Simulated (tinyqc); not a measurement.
Worked calculation: band edges of strained Si(1-x)Ge(x) on relaxed Si(1-y)Ge(y). Values are carried at full precision from step to step, so a last printed digit may differ when a step is redone from the rounded ones.

Values are linear in the Ge fraction but for ED(x) = linear - CD x (1 - x) and a(x) = linear - Ca x (1 - x). Energies are on the common scale of Ev.

Values chosen for the exercise (end members near Si and Ge, in this order; shifted at random, so the results belong to these values and not to a real crystal): a = (5.437, 5.657) angstrom (lattice constant); Dso = (0.044, 0.292) eV (spin-orbit splitting); av = (2.49, 1.23) eV (valence hydrostatic potential); b = (-2.09, -2.59) eV (tetragonal shear potential); d = (-4.83, -5.3) eV (trigonal shear potential); C11 = (164, 128) GPa; C12 = (63.8, 48.5) GPa; C44 = (79.6, 67.7) GPa; Ev = (0, 0.66) eV (top of the unstrained valence band); ED = (1.164, 0.919) eV (gap to the Delta valleys); EL = (1.982, 0.738) eV (gap to the L valleys); aD = (1.83, 1.36) eV (hydrostatic potential of the Delta gap); aL = (-2.94, -2.61) eV (hydrostatic potential of the L gap); XuD = (9.5, 9.43) eV (uniaxial potential, Delta); XuL = (15.61, 15.73) eV (uniaxial potential, L); CD = 0.234 eV (bowing of the Delta gap); Ca = 0 angstrom (bowing of the lattice constant); x = 1 (Ge fraction of the layer); y = 0.64 (Ge fraction of the relaxed buffer); face = 001 (growth face).

## Values of the layer and the buffer

Interpolate at x and at y.

Interpolated values (a in angstrom, C11, C12, C44 in GPa, all else in eV):
```
symbol     layer    buffer
a         5.6570    5.5778
Dso       0.2920    0.2027
av        1.2300    1.6836
b        -2.5900   -2.4100
d        -5.3000   -5.1308
C11     128.0000  140.9600
C12      48.5000   54.0080
C44      67.7000   71.9840
Ev        0.6600    0.4224
ED        0.9190    0.9533
EL        0.7380    1.1858
aD        1.3600    1.5292
aL       -2.6100   -2.7288
XuD       9.4300    9.4552
XuL      15.7300   15.6868
```

## Strain of the layer on a (001) buffer

Coherent growth on a (001) face: e_par = (a(y) - a(x))/a(x), e_perp = -2 (C12/C11) e_par; exx = eyy = e_par, ezz = e_perp, no shear.

Use the elastic constants of the layer.

e_par = -0.014000
e_perp = 0.010610

strain tensor in the cubic axes, rows x, y, z and columns alike:
$$\begin{pmatrix}
-0.014000 & 0.000000 & 0.000000 \\
0.000000 & -0.014000 & 0.000000 \\
0.000000 & 0.000000 & 0.010610
\end{pmatrix}$$

The layer is under compression in the plane; its volume changes by -1.739 %.

## Conduction valleys of the layer

A valley with unit axis u lies at Ev + gap + (av + a_valley) tr(e) + Xu (u.e.u - tr(e)/3); the Delta axes are x, y, z and the L axes [111], [1-1-1], [-11-1], [-1-11]. The second-order shift of the Delta valleys under shear is left out; it lowers the pair normal to the sheared plane by tens of meV at a shear of 1 %.

Give the hydrostatic shifts, the uniaxial shifts and the edges.

hydrostatic shifts of Delta and L (eV): [-0.0450, 0.0240]

uniaxial shifts (eV): Delta x -0.0774, Delta y -0.0774, Delta z 0.1547, L [111] 0.0000, L [1-1-1] 0.0000, L [-11-1] 0.0000, L [-1-11] 0.0000

valley edges (eV): Delta x 1.4566, Delta y 1.4566, Delta z 1.6887, L [111] 1.4220, L [1-1-1] 1.4220, L [-11-1] 1.4220, L [-1-11] 1.4220

The lowest set is L4 (the digit counts whole valleys) at 1.4220 eV; the Delta valleys spread over 232 meV and the L valleys over 0 meV. The lowest Delta and L edges are only 35 meV apart, within the spread of parameter sets.

## Valence edges of the layer

Valence edges: Ev plus the levels of the 6 x 6 matrix of X, Y, Z times spin with -Dso/3 + l exx + m (eyy + ezz) on the diagonal (cyclic), n exy off it, l = av + 2 b, m = av - b, n = sqrt(3) d. Spin-orbit term (Dso/3) L.sigma on X, Y, Z with (L_k)_ij = -i epsilon_kij: <X+|H|Y+> = -i Dso/3, <X+|H|Z-> = Dso/3, <Y+|H|Z-> = -i Dso/3, <Z+|H|X-> = -Dso/3, <Z+|H|Y-> = i Dso/3, <X-|H|Y-> = i Dso/3, and their conjugates; + and - are the spin along z.

Give the strain block and the three twofold edges.

strain block (eV), rows X, Y, Z and columns alike:
$$\begin{pmatrix}
0.0423 & 0 & 0 \\
0 & 0.0423 & 0 \\
0 & 0 & -0.1489
\end{pmatrix}$$

edges from the top (eV): [0.7023, 0.6062, 0.3153]

The top two edges are split by 96 meV.

## Gap and offsets against the buffer

Buffer: Ev(y) and Ec = Ev(y) + min(ED, EL). dEc = Ec(buffer) - Ec(layer), dEv = Ev(layer) - Ev(buffer); positive values confine the carrier in the layer; type I if both have one sign.

gap of the strained layer = 0.7197 eV
gap of the buffer = 0.9533 eV
dEc = -0.0463 eV
dEv = 0.2799 eV

Type II: electrons collect in the buffer (46 meV) and holes in the layer (280 meV). The relaxed layer would have a gap of 0.738 eV, so strain has moved it by -18 meV. An offset this small is within the spread of published parameter sets, so the type is not settled by this model.

## Checks

- Mean of the three Delta edges against the hydrostatic shift alone (eV): both 1.53396.

tinyqc: `OMP_NUM_THREADS=1 python tinyqc.py 1080776 1080777 out.jsonl`; about 0.01 s, one thread, shared Intel(R) Xeon(R) Processor @ 2.30GHz.
